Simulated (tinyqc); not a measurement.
# Square on-chip spiral inductor, lumped pi model: effects of single changes

Outer diameter do = di + 2 n wd + 2 (n - 1) sp, mean da = (do + di)/2, fill p = (do - di)/(do + di), length l = 4 n da. L = 2.34 mu0 n^2 da/(1 + 2.75 p), mu0 = 4 pi 1e-7 H/m. Rs = rho l/(wd delta (1 - exp(-th/delta))), delta = sqrt(rho/(pi f mu0)). Cs = n wd^2 eps0 eo/hu across the coil. At each end Cox = l wd eps0 eo/(2 ho) leads to the substrate branch Rsi = 2 rs he/(l wd) in parallel with Csi = l wd eps0 11.7/(2 he). With one end grounded Y = 1/(Rs + i w L) + i w Cs + 1/[1/(i w Cox) + 1/(1/Rsi + i w Csi)], w = 2 pi f; Q = -Im Y/Re Y. Eddy currents in neighbouring turns and in the substrate are left out.

Values chosen for this exercise; values of the order met in silicon radio-frequency processes: number of turns n = 4.5; line width wd = 15 um; space between turns sp = 3 um; inner diameter di = 100 um; metal thickness th = 3 um; metal resistivity rho = 3 uohm cm; oxide below the coil ho = 10 um; oxide between coil and underpass hu = 1.5 um; relative permittivity of the oxide eo = 3; substrate resistivity rs = 100 ohm cm; effective spreading depth in the substrate he = 50 um; frequency f = 9.3 GHz.

Constants: eps0 = 8.8541878128e-12 F/m. Results are converted to the units shown.

Each table varies one quantity; the others keep the values above.

## Quality factor against frequency

Apparent inductance Im(1/Y)/w; share of the loss Re(substrate branch)/Re Y.

Quality factor against frequency:
```
f (GHz)  Rs (ohm)  w L/Rs      Q  apparent inductance (nH)  loss in the substrate (%)
0.18        2.667   2.038  2.037                     4.808                    0.01391
0.29        2.823   3.103  3.097                     4.811                    0.07117
0.48        3.041   4.766  4.734                     4.819                     0.3674
0.78        3.324   7.086  6.932                     4.837                      1.458
1.3         3.728   10.53  9.856                     4.885                      4.753
2.1         4.246   14.94  12.66                     5.006                      11.58
3.4         4.952   20.74  14.17                     5.350                      23.75
5.6         5.954   28.41  11.95                     6.606                      41.83
9.1         7.286   37.72  4.046                     16.48                      61.02
```

Read the table: what changes, and by how much?

Q goes from 2.04 through a maximum of 14.2 (at f = 3.4 GHz among the rows listed) to 4.05; the exact peak is 14.2 at 3.46 GHz and Q reaches zero at the self-resonance, 10.7 GHz. The share of the substrate rises from 0.0139 to 61.0 %, and the apparent inductance ends at 3.43 times L. At the peak the substrate takes 24.3 % of the loss. For f = 9.1 the coil is longer than 0.15 of a wavelength in the oxide, where one lumped section is rough.

## Effect of the oxide below the coil

Same model as above.

Peak Q and its frequency from a search over f; self-resonance where Im Y = 0; Q at the given f (negative beyond resonance).

The same in every row: L (nH) = 4.807; do (um) = 256.0.

Effect of the oxide below the coil:
```
ho (um)  peak Q  f of the peak (GHz)  self-resonance (GHz)    Q at f
1         10.20                2.359                 9.057   -0.3820
2         10.71                2.498                 9.281  -0.03206
3         11.21                2.632                 9.493    0.3494
5         12.15                2.888                 9.883     1.188
7         13.01                3.129                 10.23     2.101
10        14.17                3.463                 10.70     3.543
15        15.81                3.953                 11.34     5.969
```

What does the comparison show?

As ho goes from 1 to 15, L stays at 4.81 nH, the peak Q rises from 10.2 to 15.8, its frequency rises from 2.36 to 3.95 GHz and the self-resonance rises from 9.06 to 11.3 GHz.

Computed by the program tinyqc: `OMP_NUM_THREADS=1 python tinyqc.py 2302160 2302161 out.jsonl`, one thread of a shared Intel Xeon 2.30GHz, about 0.01 s for the whole run.
